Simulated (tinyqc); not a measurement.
Off-state leakage of single and stacked transistors: one step of the calculation.

n-channel devices of unit width. Subthreshold current I(Vg, Vs, Vd) = I0 (T/300 K)^0.5 exp[(Vg - Vs - VT(T) - gb (Vs - Vb) + dd (Vd - Vs))/(nf Vt)] (1 - exp(-(Vd - Vs)/Vt)), VT(T) = VT - cT (T - 300 K). Gate-edge tunnelling Ig (Vd/1 V) exp(ag (Vd - 1 V)), for a gate at 0 V, and band-to-band leakage Ab u exp(-Bb/u), u = Vd - Vb + 1 V, flow at a drain held at V; both are taken as independent of T. In a stack of off transistors (all gates at 0 V) the same subthreshold current passes through each.

Task. Leakage of one transistor. Vg = Vs = 0, Vd = V; effective threshold VT(T) - gb Vb - dd V.

Values chosen for this exercise; values of the order met in bulk silicon logic transistors:
- T = 358 K (temperature)
- V = 0.7 V (supply voltage)
- VT = 0.32 V (threshold at 300 K, zero drain and body bias)
- cT = 1 mV/K (fall of the threshold with temperature)
- I0 = 0.27 uA/um (current at threshold at 300 K)
- nf = 1.2 (slope factor)
- dd = 0.13 (drain-induced lowering per volt)
- gb = 0.2 (rise of the threshold per volt of source-body bias)
- Ig = 0.0004 uA/um (gate-edge tunnelling current at 1 V)
- ag = 3.4 1/V (exponential slope of the gate current)
- Ab = 50 uA/(um V) (prefactor of band-to-band leakage at the drain)
- Bb = 21 V (its exponential voltage)
- Vb = -0.6 V (body voltage)

Constants: q = 1.602176634e-19 C, kB = 1.380649e-23 J/K, Vt = kB T/q. Results are converted to the units shown.

Find: effective threshold; parts; total; shares.

Result.

effective threshold = 0.2910 V
parts (nA/um): subthreshold 0.1137, gate edge 0.1010, band-to-band 12.46
total = 12.67 nA/um
shares (%): subthreshold 0.8976, gate edge 0.7968, band-to-band 98.31

The band-to-band part is the largest.

Program tinyqc, `OMP_NUM_THREADS=1 python tinyqc.py 2242133 2242134 out.jsonl`; Intel Xeon 2.30GHz, shared host, one thread, about 0.03 s.
